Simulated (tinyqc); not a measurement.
Self-consistent Fermi level with native defects, at growth and after a quench: one step, computed by the program tinyqc. Command: `OMP_NUM_THREADS=1 python tinyqc.py 3009384 3009385 out.jsonl scfermi walk`. One thread of a shared host (Intel(R) Xeon(R) Processor @ 2.30GHz), about 0.04 s of CPU time with the checks.

Energies are counted from the top of the valence band (VBM); when the gap shrinks with temperature the conduction band moves and the levels stay. D and A draw on one reservoir with opposite signs, as the two vacancies of a compound do.

Question. After the quench to T. E_g(T) = E_g - slope x max(0, T - 300 K). N_c = 2 M_c (2 pi m_e k_B T/h^2)^(3/2) and N_v = 2 (2 pi m_h k_B T/h^2)^(3/2), masses in units of m_0. n = N_c F_1/2((E_F - E_g)/k_B T), p = N_v F_1/2(-E_F/k_B T). F_1/2(eta) = (2/sqrt(pi)) int_0^infinity sqrt(x)/(1 + exp(x - eta)) dx, by the trapezoid rule in t = sqrt(x) with step 0.02 up to t = 12 (for eta < -12 by exp(eta) - exp(2 eta)/2^(3/2)). After a quench the totals of D and A stay as grown, and each is shared among its charge states with weights exp(-(E_f(q, 0) + q E_F)/k_B T). Net charge = p - n + sum q c_q; the log ratio is ln(positive charge/negative charge). E_F is the root of the log ratio, by 50 bisections between -0.5 eV and E_g + 0.5 eV.

Inputs (values chosen for the exercise, with bands modelled on CdS):
```
quantity                     value  unit
gap E_g at 300 K              2.53    eV
slope -dE_g/dT above 300 K  0.0003  eV/K
electron mass m_e            0.207   m_0
valleys M_c                      1     -
hole mass m_h                0.784   m_0
growth temperature T_g        1390     K
temperature of use T           400     K
```

Added shallow dopant: none.

total D = 4.212233e+12 cm^-3

total A = 1.768506e+16 cm^-3

E_f(q, E_F = 0) (eV): D(+2) 0.939, D(+1) 1.835, D(0) 2.783, A(0) 3.211, A(-1) 3.469, A(-2) 3.743

Constants: m_0 = 9.1093837015e-31 kg; k_B = 1.380649e-23 J/K; h = 6.62607015e-34 J s; k_B = 8.617333262e-05 eV/K.

Give: E_F after the quench; n after the quench; p after the quench; Frozen defects.

Answer.

E_F after the quench = 0.258 eV

n after the quench = 2.05e-10 cm^-3

p after the quench = 1.51e+16 cm^-3

Frozen defects:
```
state  c (cm^-3)  share of its total
D(+2)   4.21e+12            1.00e+00
D(+1)   3.84e+04            9.11e-09
D(0)    7.73e-05            1.84e-17
A(0)    6.76e+15            3.82e-01
A(-1)   6.72e+15            3.80e-01
A(-2)   4.21e+15            2.38e-01
```
